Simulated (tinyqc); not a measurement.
Approximations to the ground state: Holstein polaron on two sites. Computed by tinyqc, a small Python program. Command: `OMP_NUM_THREADS=1 python tinyqc.py 3011806 3011807 out.jsonl holstein walk`. One thread of a shared host (Intel(R) Xeon(R) Processor @ 2.30GHz), about 0.01 s of CPU time with the checks.

One electron on sites 1 and 2: H = -t (c1+ c2 + c2+ c1) + hbar omega sum_i b_i+ b_i - g hbar omega sum_i n_i (b_i + b_i+). The symmetric phonon shifts the energy by -g^2 hbar omega/2 and drops out; with b = (b_1 - b_2)/sqrt(2) there remains H = -t sigma_x + hbar omega b+ b - (g hbar omega/sqrt(2)) sigma_z (b + b+). Parity splits it into blocks p = +1 and -1 over phonon numbers n. Zero-point energies are left out. Weights Z refer to mode b alone; the displaced symmetric mode multiplies the full zero-phonon weight by exp(-g^2/2).

Inputs (values chosen for the exercise, for a model dimer): hopping t = 180 meV; phonon energy hbar omega = 98.5 meV; coupling g = 1.33.

Method:
- Polaron binding energy E_p = g^2 hbar omega; ratio E_p/t (the adiabatic potential has two wells when it exceeds 1); adiabaticity hbar omega/t.
- Block p: H_nn = n hbar omega - p t (-1)^n - g^2 hbar omega/2, H_(n,n+1) = -(g hbar omega/sqrt(2)) sqrt(n + 1).
- Use 60 levels in both blocks; Z = c_0^2 is the weight of n = 0 in the ground state c; the splitting is the lowest odd level less the lowest even one, which without coupling is the smaller of 2t and hbar omega; <sigma_x> = sum (-1)^n c_n^2 measures the kinetic energy.
- Second order: E = -t - E_p/2 - (E_p/2) hbar omega/(hbar omega + 2t). Lang-Firsov: E = -E_p - t exp(-g^2). Variable displacement: E(x) = -E_p/2 - t exp(-g^2 x^2) - (E_p/2)(2x - x^2), minimised over 0 <= x <= 1. Adiabatic, classical lattice: E = -E_p/2 - t for E_p < t, else -E_p - t^2/(2 E_p); it leaves out the change of zero-point energy.

E_p = 174.237 meV

E_p/t = 0.967981

ground-state energy = -289.525 meV

hbar omega/t = 0.547222

Ground-state energy (meV):

| method | E | E - exact |
|---|---|---|
| second order in g | -285.83 | 3.691 |
| Lang-Firsov | -204.93 | 84.595 |
| variable displacement | -286.51 | 3.020 |
| adiabatic, classical | -267.12 | 22.407 |

best displacement x = 0.23121

What follows from these numbers?

Closest here is variable displacement (+3.02 meV), furthest Lang-Firsov (+84.59 meV), at hbar omega/t = 0.55 and E_p/t = 0.97. Lang-Firsov and variable displacement are variational and lie above the exact value. Caution: with hbar omega below 2t the lowest odd level starts as a one-phonon state, so the splitting here is a softened phonon and not a narrowed hopping.

Extremes, crossings and ranges named in words are read from the listed rows.
